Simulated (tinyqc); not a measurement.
Velocity overshoot from momentum and energy balance equations after a field step: one step, computed by the program tinyqc. Command: `OMP_NUM_THREADS=1 python tinyqc.py 3025761 3025762 out.jsonl overshoot walk`. One thread of a shared host (Intel(R) Xeon(R) Processor @ 2.30GHz), about 0.02 s of CPU time with the checks.

At t = 0 the field jumps from 0 to F in a uniform sample. v is the drift velocity and u = w - (3/2) k_B T the excess energy per carrier.

Question. First four steps. dv/dt = e F/m - v/tau_m(u), du/dt = e F v - u/tau_E, tau_m(u) = tau_0/(1 + c u), tau_0 = m mu_0/e, c = mu_0/(e tau_E v_s^2); this choice gives the steady state v (1 + mu_0 F v/v_s^2) = mu_0 F, which saturates at v_s. Step: v_new = (v + dt e F/m)/(1 + dt/tau_m(u)), u_new = (u + dt e F v_new)/(1 + dt/tau_E). Start v = u = 0; the distance adds dt (v + v_new)/2.

Inputs (values chosen for the exercise, modelled on holes in silicon except for tau_E):
```
quantity                      value   unit
energy relaxation time tau_E    0.2     ps
field after the step F           15  kV/cm
lattice temperature T           300      K
time step dt                    6.8     fs
```

Scheme: implicit in the damping.

c = 29.75779 1/eV

tau_0 = 100.2377 fs

acceleration e F/m = 0.006434707 1e7 cm/s per fs

Give: Steps.

Answer.

Steps:
```
step  t (fs)  v (1e7 cm/s)     u (eV)  tau_m (fs)
1        6.8        0.0410  4.042e-05       100.1
2       13.6        0.0793  1.174e-04        99.9
3       20.4        0.1153  2.272e-04        99.6
4       27.2        0.1488  3.666e-04        99.2
```
